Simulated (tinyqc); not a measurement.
Brillouin zone and empty-lattice bands of the sc structure, step by step. Values are carried at full precision from step to step, so a last printed digit may differ when a step is redone from the rounded ones.

Primitive vectors a (1,0,0), a (0,1,0), a (0,0,1); one atom. Reciprocal vectors obey a_i.b_j = 2 pi delta_ij; k is given in units of 2 pi/a. Empty-lattice levels are c0 (2 pi/a)^2 |k + G|^2, c0 = hbar^2/2m0. Points: X = (0.5, 0, 0), M = (0.5, 0.5, 0), R = (0.5, 0.5, 0.5).

Constants: hbar^2/2m0 = 3.80998211 eV angstrom^2; a0 (Bohr radius) = 0.5291772105 angstrom.

Parameters, chosen for this exercise: a = 3.513 angstrom (lattice constant); Z = 1 (free electrons per atom); V1 = -0.19 eV (atomic form factor on the shell that bounds the zone).

## Reciprocal lattice

Give b1, b2, b3, the cell volume, the zone volume (2 pi)^3/V and the energy unit c0 (2 pi/a)^2.

b1, b2, b3 as rows (2 pi/a):
```
[[1.0000, 0.0000, 0.0000],
 [0.0000, 1.0000, 0.0000],
 [0.0000, 0.0000, 1.0000]]
```

cell volume = 43.355 angstrom^3
zone volume = 5.7214 1/angstrom^3
energy unit = 12.1878 eV

## Shells of G and Bragg planes

List the first six shells of G with their number, the structure factor |sum over atoms of exp(i G.tau)|/(atoms per cell), and the distance |G|/2 of the Bragg plane from Gamma.

Shells:
```
|G|^2 ((2 pi/a)^2)  number  structure factor  |G|/2 (2 pi/a)
1.0000                   6            1.0000          0.5000
2.0000                  12            1.0000          0.7071
3.0000                   8            1.0000          0.8660
4.0000                   6            1.0000          1.0000
5.0000                  24            1.0000          1.1180
6.0000                  24            1.0000          1.2247
```

No structure factor vanishes among these shells.

## The free-electron sphere

n = Z/V, kF = (3 pi^2 n)^(1/3), EF = c0 kF^2, rs = (3/(4 pi n))^(1/3)/a0; compare kF with |k| of the points on the zone surface.

n = 0.02307 1/angstrom^3
kF = 0.4924 2 pi/a
EF = 2.955 eV
rs = 4.118

Points:
```
point  |k| (2 pi/a)  kF/|k|  lowest level (eV)  levels below EF
X            0.5000   0.985              3.047                0
M            0.7071   0.696              6.094                0
R            0.8660   0.569              9.141                0
```

The sphere lies wholly inside the first zone; it comes closest to the surface at X (98 % of the way).

## Empty-lattice levels at Gamma, M and R

Give the five lowest values of |k + G|^2 with their degeneracy (spin not counted).

Levels:
```
point  |k + G|^2  degeneracy   E (eV)
Gamma     0.0000           1    0.000
Gamma     1.0000           6   12.188
Gamma     2.0000          12   24.376
Gamma     3.0000           8   36.563
Gamma     4.0000           6   48.751
M         0.5000           4    6.094
M         1.5000           8   18.282
M         2.5000           8   30.470
M         3.5000          16   42.657
M         4.5000          12   54.845
R         0.7500           8    9.141
R         2.7500          24   33.517
R         4.7500          24   57.892
R         6.7500          32   82.268
R         8.7500          48  106.644
```

The lowest level is 4-fold at M and 8-fold at R: as many zones meet there, and these are the lowest sets at these points on which a weak potential acts.

## The gap at X

At X two waves k and k - G with G = 2k are degenerate at E0. With V = |V1| x structure factor of G the levels are E0 -/+ V, and the masses normal to the face are 1/(1 -/+ 2 E0/V).

structure factor = 1.0000
E0 = 3.047 eV

levels (eV): [2.857, 3.237]

masses normal to the face, lower and upper (m0): [-0.0322, 0.0302]

EF of the free sphere, 2.95 eV, lies inside the gap: the surface meets the face and a neck opens, with nothing in the upper band here (EF = c0 (3 pi^2 n)^(2/3) for 1 electron a cell; its shift by the potential is neglected). The margin is small against the gap, so that shift, which lowers EF, could change this verdict.

## Checks

- a_i.b_j/(2 pi) against the unit matrix: they agree to 1e-10 or better.

Program tinyqc; command `OMP_NUM_THREADS=1 python tinyqc.py 1851279 1851280 out.jsonl`; about 0.01 s on one thread of a shared Intel(R) Xeon(R) Processor @ 2.30GHz.
